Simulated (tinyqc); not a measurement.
Balance functions: hot carriers by balance equations with a heated Maxwellian. Computed by tinyqc, a small Python program. Command: `OMP_NUM_THREADS=1 python tinyqc.py 3012682 3012683 out.jsonl hot walk`. One thread of a shared host (Intel(R) Xeon(R) Processor @ 2.30GHz), about 0.01 s of CPU time with the checks.

The carriers follow a Maxwellian at an electron temperature T_e, slightly displaced; the drift energy is neglected against k_B T_e. The balance averages the rate, not the time, so mu_0 lies below the relaxation-time value.

Inputs (values chosen for the exercise, for a model non-polar semiconductor): effective mass m = 0.237 m_0; density rho = 4810 kg/m^3; sound velocity v_l = 4820 m/s; acoustic deformation potential D_A = 13 eV; phonon energy hbar w = 71.4 meV; optical or intervalley deformation potential D_o = 8.4 1e8 eV/cm; final valleys Z_f = 3; lattice temperature T = 300 K.

Band: parabolic. Solver: damped fixed point.

Constants: k_B = 8.617333262e-05 eV/K; k_B = 1.380649e-23 J/K; e = 1.602176634e-19 C; hbar = 1.054571817e-34 J s; m_0 = 9.1093837015e-31 kg; hbar = 6.582119569e-16 eV s.

Method:
- Parabolic band: E = hbar^2 k^2/(2 m), speed v = hbar k/m, states per spin, volume and energy g(E) = m k/(2 pi^2 hbar^2). Masses are multiplied by m_0 and all formulas are in SI units.
- Phonon occupation N_q = 1/(exp(hbar w/(k_B T)) - 1).
- Acoustic deformation potential (elastic, equipartition, absorption and emission together): 1/tau = 2 pi k_B T D_A^2 g(E)/(hbar rho v_l^2).
- Optical or intervalley deformation potential: 1/tau = (pi Z_f D_o^2/(rho w)) [N_q g(E + hbar w) + (N_q + 1) g(E - hbar w)], with g = 0 below the band edge.
- Averages over the Maxwellian, <y> = int y x^(1/2) exp(-x) dx / int x^(1/2) exp(-x) dx with x = E/(k_B T_e), split at x_0 = hbar w/(k_B T_e): 64 Gauss-Legendre points in sqrt(x) below it and 128 in sqrt(x - x_0) above it, up to x = 32. Momentum balance: mu(T_e) = e/(m nu), nu = <x (sum of rates)>/<x>. Power lost per carrier: P(T_e) = hbar w <emission rate - absorption rate> + <(2 m v_l^2/(k_B T)) (E - 2 k_B T) acoustic rate>.
- The field that sustains T_e follows from e mu F^2 = P.

Against the electron temperature:
```
T_e (K)  mu (cm^2/(V s))  P optical (1e9 eV/s)  P acoustic (1e9 eV/s)  F (kV/cm)  drift velocity (1e7 cm/s)
330               1089.3                  3.69             5.5992e-02      1.854                    0.20191
390                977.8                 11.87             1.8261e-01      3.511                    0.34335
480                855.8                 25.25             4.0517e-01      5.475                    0.46859
600                744.1                 43.56             7.5499e-01      7.717                    0.57425
900                583.7                 86.39             1.8493e+00     12.295                    0.71763
1500               438.1                155.26             4.7750e+00     19.113                    0.83729
2400               340.7                231.99             1.0570e+01     26.684                    0.90902
3600               275.8                309.55             2.0343e+01     34.585                    0.95385
```

What follows from these numbers?

Optical phonons take 99 % of the power in the first row and 94 % in the last. The velocity grows as F^0.83 at first and as F^0.19 at the end, so it levels off; if optical phonons alone set both balances the limit at high T_e would be sqrt(3 hbar w tanh(hbar w/2 k_B T)/(4 m)) = 1.87 in the same unit. Rows above 1400 K (k_B T_e > 0.12 eV) stretch the parabolic band.
